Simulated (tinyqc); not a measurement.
The starting point: quasiparticle equation with a plasmon-pole self-energy for two band edges.

For each edge E = e + X + Sc(E), with the correlation part Sc(E) = A[0]/(E - a + w) + A[1]/(E - b - w); a and b are the valence and conduction energies that enter the Green function (a = ev, b = ec in the one-shot scheme). Z = 1/(1 - dSc/dE), dSc/dE = -A[0]/(E - a + w)^2 - A[1]/(E - b - w)^2.

Values chosen for the exercise (scales of the order of those of SiO2; the results hold for these values, not for the real material): ev = 0 eV (mean-field valence top); ec = 5.64 eV (mean-field conduction edge); w = 21.3 eV (pole energy); Av = (48.7, 28.1) eV^2 (weights of the valence state on the hole and electron poles); Ac = (20.7, 51.7) eV^2 (the same for the conduction state); Xv = -3.54 eV (exchange minus the mean-field potential, valence); Xc = 3.54 eV (the same, conduction).

The mean-field gap is opened by d (ev lowered by d/2, ec raised by d/2) and X is changed by the opposite amounts, so that e + X stays; one-shot and G-updated gaps.

Gaps (eV):
```
d    start  one-shot  update G
0.0  5.640    9.2647    9.5864
0.2  5.840    9.2823    9.5864
0.4  6.040    9.2998    9.5864
0.6  6.240    9.3171    9.5864
0.9  6.540    9.3428    9.5864
1.2  6.840    9.3681    9.5864
1.6  7.240    9.4014    9.5864
```

What does the comparison show, and why?

The one-shot gap moves by a fraction 0.09 of any change of the starting gap, while the updated gap, 9.5864 eV, does not depend on it. The two agree where the start already equals the result, near d = 3.95 eV. A real change of starting point alters the orbitals and the screening too; this model holds both fixed.

Computed by tinyqc, a small Python program: `OMP_NUM_THREADS=1 python tinyqc.py 1880768 1880769 out.jsonl` (the numbers bound the seed that draws the inputs); one thread of a shared host (Intel(R) Xeon(R) Processor @ 2.30GHz), about 0.02 s for the whole set of steps.
